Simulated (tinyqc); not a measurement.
From results to parameters: two-site tight-binding chain. Computed by the program tinyqc.

Problem. A two-site chain has site energies +delta (A) and -delta (B) and hoppings t1 > t2 > 0, so E = +/- sqrt(delta^2 + |t1 + t2 exp(-ika)|^2). Find delta, t1 and t2.

upper band at k = 0 = 1.860753 eV
upper band at the zone edge = 1.024500 eV
weight of the upper band on site A at the zone edge = 0.890434

Solution. The weight on A is (1 + delta/E)/2, which gives delta; then t1 + t2 = sqrt(E(0)^2 - delta^2) and t1 - t2 = sqrt(E(edge)^2 - delta^2).

delta, t1, t2 (eV): 0.800  1.160  0.520
